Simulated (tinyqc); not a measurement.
Length of a molecular wire: coherent transport through a tight-binding bridge. Computed by the program tinyqc. 

A uniform bridge between two chains:

| parameter | value |
|---|---|
| site energy (eV) | 1.380000 |
| hopping in the bridge (eV) | 0.470000 |
| lead hopping (eV) | 2.710000 |
| couplings (eV) | 0.63, 0.39 |
| E (eV) | 0.250000 |

T = Gamma_L Gamma_R |G_1n|^2 with the self-energies of semi-infinite chains.

Transmission against length:

| sites | T | ln T |
|---|---|---|
| 2 | 6.1799e-03 | -5.0865 |
| 3 | 1.7074e-03 | -6.3728 |
| 4 | 4.8377e-04 | -7.6339 |
| 5 | 1.3805e-04 | -8.8879 |
| 6 | 3.9476e-05 | -10.1398 |
| 7 | 1.1295e-05 | -11.3912 |
| 8 | 3.2321e-06 | -12.6424 |
| 9 | 9.2497e-07 | -13.8935 |
| 10 | 2.6471e-07 | -15.1446 |

E lies outside the band of the bridge (|E - e|/2h = 1.202 > 1), so T decays as exp(-beta n) with beta = 2 arccosh(1.202) = 1.2511 a site; the last two rows give 1.2511.
